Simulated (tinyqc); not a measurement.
Changing the wafer radius R: electroplating on a thin resistive seed layer: kinetics, Wagner number and the terminal effect across a wafer. Computed by tinyqc, a small Python program. Command: `OMP_NUM_THREADS=1 python tinyqc.py 3121123 3121124 out.jsonl terminal sweep`. One thread of a shared host (Intel(R) Xeon(R) Processor @ 2.30GHz), about 0.03 s of CPU time with the checks.

Current enters the seed at the rim. The bath is treated as a local resistance per area (no lateral flow in the liquid), two electrons per ion, molar volume 7.11 cm^3/mol, Faraday constant F = e N_A, kinematic viscosity 0.01 cm^2/s, omega = 2 pi x rpm/60; k_B T/e is in volts.

Inputs (values chosen for the exercise, of the order of those for copper plating from an acid sulfate bath):
```
quantity,value,unit
seed thickness t,85,nm
seed resistivity,15,microohm cm
bath conductivity kappa,0.064,S/cm
gap to the anode h,4.8,cm
extra resistance of a porous plate,42,ohm cm^2
exchange current density i_0,0.83,mA/cm^2
cathodic transfer coefficient alpha,0.7,-
mean current density,35,mA/cm^2
diffusivity of the metal ion,4.9e-06,cm^2/s
metal ion concentration,0.48,mol/L
rotation rate,30,rpm
temperature T,298,K
```

Constants: e = 1.602176634e-19 C; N_A = 6.02214076e+23 1/mol; k_B = 8.617333262e-05 eV/K.

Method:
- Growth rate = i V_m/(2 F). Levich limit i_L = 0.62 x 2 F D^(2/3) omega^(1/2) nu^(-1/6) c. Tafel overpotential eta = (k_B T/(alpha e)) ln(i/i_0); kinetic resistance k_B T/(alpha e i); bath resistance h/kappa + plate; R_s = resistivity/t; Wagner number = kinetic resistance x kappa/R.
- Linearised: with R_t = kinetic + bath resistance the current density obeys (1/r)(r i')' = i R_s/R_t, so i = A I_0(r/l), l = sqrt(R_t/R_s); with x = R/l, edge/centre = I_0(x) and edge/mean = x I_0(x)/(2 I_1(x)).
- Voltage drop in the seed for a uniform current: i R_s R^2/4.
- Full model: seed potential phi(r) with (1/r)(r phi')' = R_s i, where i solves phi = R_b i + (k_B T/(alpha e)) ln(i/i_0) (phi being the driving voltage left at r); phi'(0) = 0 and phi'(R) = R_s i_mean R/2. Solved by collocation to a tolerance of 1e-7.

One run for each value:
```
wafer radius R (cm),"edge over centre, full model","edge over centre, linear",drop for uniform current (mV)
2.5,1.023,1.023,97
5.0,1.096,1.096,386
7.5,1.222,1.222,869
10.0,1.410,1.410,1544
15.0,2.034,2.035,3474
22.5,3.990,3.999,7817
```

What does the table show?

Over the rows, edge over centre, full model rises from 1.02 to 3.99 (exponent d ln y / d ln x 0.098 between the first rows and 1.7 between the last); edge over centre, linear rises from 1.02 to 4.00 (exponent d ln y / d ln x 0.098 between the first rows and 1.7 between the last); drop for uniform current (mV) rises from 96.5 to 7820 (exponent d ln y / d ln x about 2.0 throughout).

Caution (all rows): the mean current exceeds 0.3 i_L, so depletion of metal ions, left out of the distribution, matters. Caution (all rows): at the rim the current nears the limiting value, which would flatten the real profile.
